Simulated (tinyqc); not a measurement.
From one set of inputs to another, one input at a time: inversion-layer mobility, back-scattering and ballistic limit of a field-effect transistor. Computed by tinyqc, a small Python program. Command: `OMP_NUM_THREADS=1 python tinyqc.py 3011168 3011169 out.jsonl mos ladder`. One thread of a shared host (Intel(R) Xeon(R) Processor @ 2.30GHz), about 0.02 s of CPU time with the checks.

The charge at the top of the source barrier is fixed by the gate; series resistance and short-channel effects are left out. F_j are Fermi integrals normalised to exp(eta) in the classical limit.

The inputs printed are set A. Set A is modelled on a 4H-SiC n-channel; the values taken over come from a set modelled on a strained silicon n-channel. Inputs not listed in the table keep their values of set A, so the rows need not describe a real material.

Inputs (values chosen for the exercise, modelled on a 4H-SiC n-channel):

| quantity | value | unit |
|---|---|---|
| transport mass m | 0.31 | m_0 |
| valley degeneracy g_v | 3 | - |
| weight w of the inversion charge | 0.5 | - |
| permittivity eps | 9.7 | - |
| phonon mobility at 1 MV/cm and 300 K, mu_ph | 83 | cm^2/(V s) |
| roughness mobility at 1 MV/cm, mu_sr | 61 | cm^2/(V s) |
| Coulomb mobility at N_inv = 1e12/cm^2, mu_C | 21 | cm^2/(V s) |
| electrical oxide thickness t_inv | 3.6 | nm |
| depletion charge N_dep | 8.5e+11 | 1/cm^2 |
| gate overdrive V_G - V_T | 0.97 | V |
| drain voltage V_D | 0.79 | V |
| temperature T | 200 | K |

Statistics at the top of the barrier: Fermi-Dirac.

Constants: eps_0 = 8.8541878128e-12 F/m; e = 1.602176634e-19 C; m_0 = 9.1093837015e-31 kg; k_B = 1.380649e-23 J/K; hbar = 1.054571817e-34 J s; k_B = 8.617333262e-05 eV/K.

Method:
- N_inv = 3.9 eps_0 (V_G - V_T)/(e t_inv); effective field E_eff = e (N_dep + w N_inv)/(eps eps_0).
- mu_phonon = mu_ph (E_eff/1 MV/cm)^(-0.3) (T/300 K)^(-1.75); mu_rough = mu_sr (E_eff/1 MV/cm)^(-2); mu_Coulomb = mu_C (N_inv/1e12 cm^-2) (T/300 K); Matthiessen's rule adds 1/mu.
- F_j(eta) = (1/Gamma(j + 1)) int_0^infinity x^j/(1 + exp(x - eta)) dx, F_0 = ln(1 + exp(eta)). Integrals over x = E/(k_B T) use 160 Gauss-Legendre points in u = sqrt(x) from 0 to sqrt(max(eta, 0) + 32).
- Ballistic channel: N_2D = g_v m k_B T/(pi hbar^2), U = e V_D/(k_B T); eta_F solves N_inv = (N_2D/2)[F_0(eta_F) + F_0(eta_F - U)]; v_T = sqrt(2 k_B T/(pi m)); I/W = e (N_2D/2) v_T [F_1/2(eta_F) - F_1/2(eta_F - U)]; injection velocity v_T F_1/2(eta_F)/F_0(eta_F).

Each row keeps all changes above it:

| input moved | from | to | effective mobility mu (cm^2/(V s)) | ballistic current I/W (microampere/micrometre) | injection velocity (1e7 cm/s) |
|---|---|---|---|---|---|
| set A | - | - | 39.0 | 929 | 0.999 |
| Coulomb mobility at N_inv = 1e12/cm^2, mu_C (cm^2/(V s)) | 21 | 660 | 72.7 | 929 | 0.999 |
| phonon mobility at 1 MV/cm and 300 K, mu_ph (cm^2/(V s)) | 83 | 610 | 109.2 | 929 | 0.999 |
| gate overdrive V_G - V_T (V) | 0.97 | 0.62 | 183.6 | 548 | 0.921 |
| depletion charge N_dep (1/cm^2) | 8.5e+11 | 2.1e+12 | 97.3 | 548 | 0.921 |
| electrical oxide thickness t_inv (nm) | 3.6 | 1.5 | 39.0 | 1590 | 1.114 |
| transport mass m (m_0) | 0.31 | 0.19 | 39.0 | 2401 | 1.682 |
| roughness mobility at 1 MV/cm, mu_sr (cm^2/(V s)) | 61 | 2000 | 537.9 | 2401 | 1.682 |

Effective mobility mu goes from 39.0 to 538, a factor 13.8 in all. The largest single move comes from roughness mobility at 1 MV/cm, mu_sr (a factor 13.8), and electrical oxide thickness t_inv works against it (a factor 0.401). Ballistic current I/W goes from 929 to 2400, a factor 2.58 in all. The largest single move comes from electrical oxide thickness t_inv (a factor 2.90), and gate overdrive V_G - V_T works against it (a factor 0.590). Injection velocity goes from 0.999 to 1.68, a factor 1.68 in all. The largest single move comes from transport mass m (a factor 1.51), and gate overdrive V_G - V_T works against it (a factor 0.923). The single moves hold for this order of the switches; the total does not depend on the order.

Extremes, crossings and ranges named in words are read from the listed rows.
